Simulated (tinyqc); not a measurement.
# Inputs raised by 10 %, one at a time

Model: sheet resistance of a shallow doped layer with concentration-dependent mobility and limited activation. Computed by tinyqc, a small Python program. Command: `OMP_NUM_THREADS=1 python tinyqc.py 3000491 3000492 out.jsonl irvin sens`. One thread of a shared host (Intel(R) Xeon(R) Processor @ 2.30GHz), about 0.04 s of CPU time with the checks.

A layer of one dopant lies in a background of the opposite type. Current flows parallel to the surface down to the junction; depletion is ignored.

Inputs (values chosen for the exercise, modelled on antimony in silicon): surface concentration C_s = 1.3e+21 1/cm^3; length l = 3.4 nm; tail abruptness = 1.5 nm/decade; background C_B = 2.2e+15 1/cm^3; mobility floor mu_min = 59.3 cm^2/(V s); mobility mu_max = 1370 cm^2/(V s); reference density N_r = 1e+17 1/cm^3; exponent alpha = 0.717; prefactor of the active limit = 4e+21 1/cm^3; energy of the active limit = 0.555 eV; anneal temperature T = 950 C.

Profile: box with exponential tail.

Constants: k_B = 8.617333262e-05 eV/K; e = 1.602176634e-19 C.

Method:
- C(x) = C_s for x < l and C_s 10^(-(x - l)/abruptness) beyond.
- Temperatures in kelvin are T(C) + 273.15.
- Active limit C_a = prefactor x exp(-energy/(k_B T)); the junction lies where C = C_B, and the profile exceeds C_a down to x_a (zero if C_s is below C_a). Slope at the junction in nm per decade = ln(10) C/|dC/dx|.
- Active density N = min(C, C_a); carriers n = N - C_B; mobility mu = mu_min + (mu_max - mu_min)/(1 + ((N + C_B)/N_r)^alpha).
- Integrals from 0 to x_j, where C = C_B (Gauss-Legendre, 60 points on each smooth piece; 1 nm = 1e-7 cm): dose int C dx, carriers int n dx, mean mobility int n mu dx/int n dx, R_s = 1/(e int n mu dx).

Runs; columns: (1) input moved; (2) from; (3) to; (4) sheet resistance R_s (ohm/square); (5) junction depth x_j (nm); (6) carriers per dopant atom; (7) product R_s x_j (ohm nm):
```
(1)                                         (2)       (3)   (4)    (5)      (6)    (7)
base run                                      -         -  4883  12.06  0.02648  58873
surface concentration C_s (1/cm^3)      1.3e+21  1.43e+21  4840  12.12  0.02429  58662
length l (nm)                               3.4      3.74  4659  12.40  0.02566  57760
mobility floor mu_min (cm^2/(V s))         59.3     65.23  4593  12.06  0.02648  55379
reference density N_r (1/cm^3)            1e+17   1.1e+17  4769  12.06  0.02648  57506
prefactor of the active limit (1/cm^3)    4e+21   4.4e+21  4580  12.06  0.02886  55224
mobility mu_max (cm^2/(V s))               1370      1507  4709  12.06  0.02648  56778
```

Exponents ln(y'/y) / ln(x'/x):
```
input                          sheet resistance R_s  junction depth x_j  carriers per dopant atom  product R_s x_j
surface concentration C_s                    -0.092               0.054                    -0.904           -0.038
length l                                     -0.492               0.292                    -0.330           -0.200
mobility floor mu_min                        -0.642               0.000                     0.000           -0.642
reference density N_r                        -0.247               0.000                     0.000           -0.247
prefactor of the active limit                -0.671               0.000                     0.903           -0.671
mobility mu_max                              -0.380               0.000                     0.000           -0.380
```

Which inputs matter most for each result?

Among the inputs moved here: sheet resistance R_s answers most in size to prefactor of the active limit (exponent -0.671), next to mobility floor mu_min (-0.642). Junction depth x_j answers most in size to length l (exponent +0.292), next to surface concentration C_s (+0.054); its exponent is below 0.0005 for mobility floor mu_min, reference density N_r, prefactor of the active limit, mobility mu_max. Carriers per dopant atom answers most in size to surface concentration C_s (exponent -0.904), and about equally to prefactor of the active limit (+0.903); its exponent is below 0.0005 for mobility floor mu_min, reference density N_r, mobility mu_max. Product R_s x_j answers most in size to prefactor of the active limit (exponent -0.671), next to mobility floor mu_min (-0.642).
